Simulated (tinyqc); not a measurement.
From results back to parameters: shallow donor in effective-mass theory, with valley-orbit splitting. Three cases, with inputs chosen for the exercise.

Problem. Without strain the levels are A1 = E0 - D0 - 4 D1 - D2, T2 = E0 - D0 + D2 and E = E0 - D0 + 2 D1 - D2. They were computed from hidden D0, D1 and D2.

Case 1.

Values chosen (out of a larger set: near those of a group-V donor in Si; not measured data): E0 = -31.3 meV (single-valley level).

A1, T2, E (meV): -42.990  -32.790  -30.390

Case 2.

Values chosen (out of a larger set: near those of a group-V donor in Si; not measured data): E0 = -30.7 meV (single-valley level).

A1, T2, E (meV): -44.980  -33.040  -31.600

Case 3.

Values chosen (out of a larger set: near those of a group-V donor in Si; not measured data): E0 = -32.8 meV (single-valley level).

A1, T2, E (meV): -72.880  -34.800  -31.960

Find: D1; D2; D0.

Solution. E - A1 = 6 D1, T2 - E = 2 D2 - 2 D1, and the mean (A1 + 3 T2 + 2 E)/6 is E0 - D0.

Case 1.

D1 = 2.10 meV
D2 = 0.90 meV
D0 = 2.39 meV

Case 2.

D1 = 2.23 meV
D2 = 1.51 meV
D0 = 3.85 meV

Case 3.

D1 = 6.82 meV
D2 = 5.40 meV
D0 = 7.40 meV

Computed by tinyqc, one run a case: `OMP_NUM_THREADS=1 python tinyqc.py N N+1 out.jsonl` with N = 1250213, 1250248, 1250323; one thread of a shared Intel(R) Xeon(R) Processor @ 2.30GHz, about 0.01 s a run at most.
